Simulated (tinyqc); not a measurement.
Ion-assisted plasma etching: sheath, surface coverage, synergy and aspect-ratio dependence: one step, computed by the program tinyqc. Command: `OMP_NUM_THREADS=1 python tinyqc.py 3007138 3007139 out.jsonl etch walk`. One thread of a shared host (Intel(R) Xeon(R) Processor @ 2.30GHz), about 0.04 s of CPU time with the checks.

Radicals adsorb on bare sites; ions remove covered sites with a high yield and bare sites by sputtering; a slow spontaneous reaction acts everywhere, walls included.

Problem. Sheath and ion angles. Debye length lambda_D = sqrt(eps_0 T_e/(e n_s)) with n_s = 0.61 n_e, T_e in volts; Child-law sheath d = (sqrt2/3) lambda_D (2 V/T_e)^(3/4); ion energy E = V + T_e/2; angular spread = arctan(sqrt(T_i/E)).

Inputs (values chosen for the exercise, close to those used for silicon dioxide in a fluorocarbon plasma):
```
quantity                    value    unit
plasma density n_e        3.6e+11  1/cm^3
electron temperature T_e      2.9      eV
sheath voltage V              280       V
ion temperature T_i          0.54      eV
```

Feature: long trench.

Constants: eps_0 = 8.8541878128e-12 F/m; e = 1.602176634e-19 C.

Give: Debye length; sheath thickness; ion energy E; angular spread.

Solution.

Debye length = 27.01 um

sheath thickness = 659.7 um

ion energy E = 281.45 eV

angular spread = 2.508 degrees
